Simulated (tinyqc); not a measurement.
# Worked calculation: read current of a NAND string, cells in series solved by shooting

Program tinyqc, `OMP_NUM_THREADS=1 python tinyqc.py 2142162 2142163 out.jsonl`; Intel Xeon 2.30GHz, shared host, one thread, about 0.4 s. Printed values are rounded.

Cells in series, numbered from 0 at the source line (0 V) to the bit line, each followed by a gap resistance Rg. A cell with gate Vg, threshold VT, source Vs and drain Vd passes I = 2 nf K Vt^2 [F(Vs) - F(Vd)]/(1 + th max(Vg - VT, 0)), F(V) = ln^2(1 + exp((Vg - VT - nf V)/(2 nf Vt))). The selected cell has Vg = Vr, the others Vg = Vp.

Values chosen for this exercise; values of the order met in vertical NAND strings:
- T = 300 K (temperature)
- K = 23 uA/V^2 (gain factor of a cell)
- nf = 1.7 (slope factor)
- th = 0.13 1/V (mobility reduction factor)
- Rg = 2.9 kohm (resistance of the gap between cells)
- Vbl = 0.3 V (bit-line voltage)
- Vp = 7.7 V (pass voltage)
- Vr = 2.46 V (read voltage on the selected word line)

Constants: q = 1.602176634e-19 C, kB = 1.380649e-23 J/K, Vt = kB T/q. Results are converted to the units shown.

## Step 1: node voltages for a trial current

first trial current = 0.84 uA
thresholds from the source end, cell 0 to 4 (V): [-0.8, 4.2, 1.9, 4.2, -0.8]

For a trial current I start at 0 V and, cell by cell (the selected one is cell 2), solve for the drain: sqrt(F(Vd)) = sqrt(F(Vs) - I/k), k = 2 nf K Vt^2/(1 + th max(Vg - VT, 0)), Vd = [Vg - VT - 2 nf Vt ln(exp(sqrt F) - 1)]/nf, then add I Rg.

node voltage after each cell and gap, trial 1, cell 0 to 4 (V): [0.0114887, 0.0292499, 0.122756, 0.141405, 0.153158]

## Step 2: node voltages for a trial current

second trial current = 1.1 uA

As before.

node voltage after each cell and gap, trial 2, cell 0 to 4 (V): [0.0150481, 0.0383655, 0.178800, 0.203890, 0.219444]

## Course of the secant iteration

Secant steps on the end voltage less Vbl, from the two trials; a trial above the saturation current of a cell has no solution and is moved halfway to the previous trial. Stop below 1e-9 V.

Course of the iteration:

| iteration | I (uA) | end voltage - Vbl (V) | halvings |
|---|---|---|---|
| 1 | 1.41597 | 0.106 | 0 |
| 2 | 1.23618 | -0.0345 | 0 |
| 3 | 1.28020 | -0.0157 | 0 |
| 4 | 1.31719 | 2.83e-3 | 0 |
| 5 | 1.31155 | -2.29e-4 | 0 |
| 6 | 1.31197 | -3.33e-6 | 0 |
| 7 | 1.31197 | 3.91e-9 | 0 |
| 8 | 1.31197 | -6.81e-14 | 0 |

Converged in 8 iterations to I = 1.3120 uA. The selected cell takes 66.9 % of the bit-line voltage and the gaps together 6.34 %.
